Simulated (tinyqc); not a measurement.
Decay of LO phonons and the hot-phonon bottleneck in the cooling of electrons: one step, computed by the program tinyqc.

n(E, T) = 1/(exp(E/(k_B T)) - 1) is the Bose occupation. Electrons have a temperature T_e; the LO modes within their reach share one occupation N; the decay products stay at the lattice temperature.

Problem. Lifetime and Raman width. Decay rate 1/tau = (1/tau_0) [1 + 2 n_2 + b (1 + 3 n_3 + 3 n_3^2)]/(1 + b), n_2 = n(hbar omega/2), n_3 = n(hbar omega/3). Full width Gamma = 1/(2 pi c tau) in 1/cm, c in cm/s.

Inputs (values chosen for the exercise, modelled on indium phosphide):
```
quantity                              value  unit
LO energy hbar omega                   42.7   meV
lifetime at T = 0, tau_0                 14    ps
weight b of the three-phonon channel  0.027     -
lattice temperature T                   500     K
```

Decay channel: two equal phonons plus a three-phonon channel.

Constants: k_B = 8.617333262e-05 eV/K; c = 299792458 m/s.

Give: thermal factor tau_0/tau; phonon lifetime tau; Raman width Gamma; equilibrium LO occupation N_0.

Solution.

thermal factor tau_0/tau = 4.753

phonon lifetime tau = 2.946 ps

Raman width Gamma = 1.802 1/cm

equilibrium LO occupation N_0 = 0.5903

Stimulated decay shortens the lifetime by 79 %.
